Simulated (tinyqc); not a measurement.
# Inputs raised by 2 %, one at a time

Model: Stillinger-Weber potential for a tetrahedral semiconductor. Computed by tinyqc, a small Python program. Command: `OMP_NUM_THREADS=1 python tinyqc.py 3011073 3011074 out.jsonl swsi sens`. One thread of a shared host (Intel(R) Xeon(R) Processor @ 2.30GHz), about 0.09 s of CPU time with the checks.

With x = r/sigma: pair term eps A (B x^-4 - 1) exp(1/(x - a)); for each pair of neighbours j, k of atom i, three-body term eps lambda exp(gamma/(x_ij - a) + gamma/(x_ik - a)) (cos theta_jik + 1/3)^2; both vanish beyond x = a. A = 7.049556277, B = 0.6022245584, a = 1.8.

Inputs (values chosen for the exercise, modelled on silicon): energy scale eps = 2.055 eV; length scale sigma = 2.076 angstrom; three-body strength lambda = 20.5; gamma = 1.2.

Constants: 1 eV/angstrom^3 = 160.2176634 GPa.

Method. All angles are tetrahedral, so only the pair term acts; its minimum lies at x = 2^(1/6) with depth eps, and second neighbours lie beyond the cut-off. a0 = 4 d/sqrt3; E = -2 eps per atom. Second derivatives of the energy per atom, volume a0^3/8: e_xx gives C11, e_xx = -e_yy gives 2 (C11 - C12), e_xy = e_yx = h/2 gives the unrelaxed C44(0). Under that shear the second sublattice shifts by u_z; minimising over u_z gives C44 = C44(0) - E_hu^2/(E_uu V) and Kleinman's zeta = |E_hu/E_uu|/(a0/4). The optical force constant is k = 4 E_uu, with M omega^2 = k at the zone centre.

Runs:
```
input moved                     from       to  C12 (GPa)  C44 (GPa)  internal strain zeta  optical force constant k (eV/angstrom^2)
base run                           -        -     75.026     53.999               0.63564                                    35.066
energy scale eps (eV)          2.055   2.0961     76.527     55.079               0.63564                                    35.768
length scale sigma (angstrom)  2.076  2.11752     70.699     50.884               0.63564                                    33.705
three-body strength lambda      20.5    20.91     74.551     54.812               0.63015                                    35.237
gamma                            1.2    1.224     76.652     51.155               0.65482                                    34.484
```

Exponents ln(y'/y) / ln(x'/x):
```
input                          C12     C44  internal strain zeta  optical force constant k
energy scale eps             1.000   1.000                 0.000                     1.000
length scale sigma          -3.000  -3.000                 0.000                    -2.000
three-body strength lambda  -0.321   0.755                -0.438                     0.245
gamma                        1.083  -2.732                 1.502                    -0.846
```

Among the inputs moved here: C12 answers most in size to length scale sigma (exponent -3.000), next to gamma (+1.083). C44 answers most in size to length scale sigma (exponent -3.000), next to gamma (-2.732). Its exponent -3.000 in length scale sigma: energy over volume. Internal strain zeta answers most in size to gamma (exponent +1.502), next to three-body strength lambda (-0.438); its exponent is below 0.0005 for energy scale eps, length scale sigma. Its exponent 0.000 in energy scale eps: zeta depends only on the ratio of bending to stretching stiffness. Optical force constant k answers most in size to length scale sigma (exponent -2.000), next to energy scale eps (+1.000). Its exponent -2.000 in length scale sigma: energy over length squared.

Caution (all rows): the original fit to silicon is too soft in shear (C44) and too stiff for the optical mode.
